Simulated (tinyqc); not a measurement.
Inside a calculation. Method: Pariser-Parr-Pople SCF with singles CI, for the molecule C=CC=CC=CC=N (SMILES; centres numbered as the heavy atoms are written). One step of it, computed by the program tinyqc.

Task: Iteration 1: Fock matrix. F_rr = H_rr + P_rr gamma_rr / 2 + sum_(s != r) P_ss gamma_rs; F_rs = H_rs - P_rs gamma_rs / 2; E = tr P (H + F) / 2 + core repulsion sum_(r<s) z_r z_s gamma_rs.

P at the start, order 1C, 2C, 3C, 4C, 5C, 6C, 7C, 8N:
$$\begin{pmatrix}
1.000000 & 0.862683 & 0.000000 & -0.368581 & 0.000000 & 0.265615 & 0.000000 & -0.222206 \\
0.862683 & 1.000000 & 0.494102 & 0.000000 & -0.102965 & 0.000000 & 0.032252 & 0.000000 \\
0.000000 & 0.494102 & 1.000000 & 0.759717 & 0.000000 & -0.336328 & 0.000000 & 0.256078 \\
-0.368581 & 0.000000 & 0.759717 & 1.000000 & 0.526354 & 0.000000 & -0.099645 & 0.000000 \\
0.000000 & -0.102965 & 0.000000 & 0.526354 & 1.000000 & 0.763037 & 0.000000 & -0.360726 \\
0.265615 & 0.000000 & -0.336328 & 0.000000 & 0.763037 & 1.000000 & 0.483845 & 0.000000 \\
0.000000 & 0.032252 & 0.000000 & -0.099645 & 0.000000 & 0.483845 & 1.000000 & 0.868864 \\
-0.222206 & 0.000000 & 0.256078 & 0.000000 & -0.360726 & 0.000000 & 0.868864 & 1.000000
\end{pmatrix}$$

core matrix H (eV), order 1C, 2C, 3C, 4C, 5C, 6C, 7C, 8N:
$$\begin{pmatrix}
-30.707185 & -2.390000 & 0.000000 & 0.000000 & 0.000000 & 0.000000 & 0.000000 & 0.000000 \\
-2.390000 & -34.590102 & -2.390000 & 0.000000 & 0.000000 & 0.000000 & 0.000000 & 0.000000 \\
0.000000 & -2.390000 & -36.784405 & -2.390000 & 0.000000 & 0.000000 & 0.000000 & 0.000000 \\
0.000000 & 0.000000 & -2.390000 & -37.725820 & -2.390000 & 0.000000 & 0.000000 & 0.000000 \\
0.000000 & 0.000000 & 0.000000 & -2.390000 & -37.738635 & -2.390000 & 0.000000 & 0.000000 \\
0.000000 & 0.000000 & 0.000000 & 0.000000 & -2.390000 & -36.835714 & -2.390000 & 0.000000 \\
0.000000 & 0.000000 & 0.000000 & 0.000000 & 0.000000 & -2.390000 & -34.708688 & -2.510000 \\
0.000000 & 0.000000 & 0.000000 & 0.000000 & 0.000000 & 0.000000 & -2.510000 & -33.939552
\end{pmatrix}$$

repulsion gamma_rs (eV), order 1C, 2C, 3C, 4C, 5C, 6C, 7C, 8N:
$$\begin{pmatrix}
11.130000 & 5.345504 & 3.872202 & 2.880878 & 2.343816 & 1.946733 & 1.680513 & 1.477538 \\
5.345504 & 11.130000 & 5.346849 & 3.872231 & 2.881414 & 2.343827 & 1.946998 & 1.693280 \\
3.872202 & 5.346849 & 11.130000 & 5.344561 & 3.872202 & 2.880878 & 2.343827 & 1.963886 \\
2.880878 & 3.872231 & 5.344561 & 11.130000 & 5.345808 & 3.872202 & 2.881414 & 2.368725 \\
2.343816 & 2.881414 & 3.872202 & 5.345808 & 11.130000 & 5.344561 & 3.872231 & 2.918602 \\
1.946733 & 2.343827 & 2.880878 & 3.872202 & 5.344561 & 11.130000 & 5.346849 & 3.940664 \\
1.680513 & 1.946998 & 2.343827 & 2.881414 & 3.872231 & 5.346849 & 11.130000 & 5.476857 \\
1.477538 & 1.693280 & 1.963886 & 2.368725 & 2.918602 & 3.940664 & 5.476857 & 12.300000
\end{pmatrix}$$

Centres (angstrom, eV; a flat drawing with bonds scaled to 1.40 angstrom):
```
centre          x          y  core charge z          W   gamma_rr
1C      -4.252000  -0.231000              1  11.160000  11.130000
2C      -3.020000   0.434000              1  11.160000  11.130000
3C      -1.828000  -0.299000              1  11.160000  11.130000
4C      -0.596000   0.367000              1  11.160000  11.130000
5C       0.596000  -0.367000              1  11.160000  11.130000
6C       1.828000   0.299000              1  11.160000  11.130000
7C       3.020000  -0.434000              1  11.160000  11.130000
8N       4.252000   0.231000              1  14.100000  12.300000
```

Give: F; pi energy.

Result:

F (eV), order 1C, 2C, 3C, 4C, 5C, 6C, 7C, 8N:
$$\begin{pmatrix}
-5.595 & -4.696 & 0.000 & 0.531 & 0.000 & -0.259 & 0.000 & 0.164 \\
-4.696 & -5.595 & -3.711 & 0.000 & 0.148 & 0.000 & -0.031 & 0.000 \\
0.000 & -3.711 & -5.595 & -4.420 & 0.000 & 0.484 & 0.000 & -0.251 \\
0.531 & 0.000 & -4.420 & -5.595 & -3.797 & 0.000 & 0.144 & 0.000 \\
0.000 & 0.148 & 0.000 & -3.797 & -5.595 & -4.429 & 0.000 & 0.526 \\
-0.259 & 0.000 & 0.484 & 0.000 & -4.429 & -5.595 & -3.684 & 0.000 \\
0.000 & -0.031 & 0.000 & 0.144 & 0.000 & -3.684 & -5.595 & -4.889 \\
0.164 & 0.000 & -0.251 & 0.000 & 0.526 & 0.000 & -4.889 & -7.950
\end{pmatrix}$$

pi energy = -102.545 eV
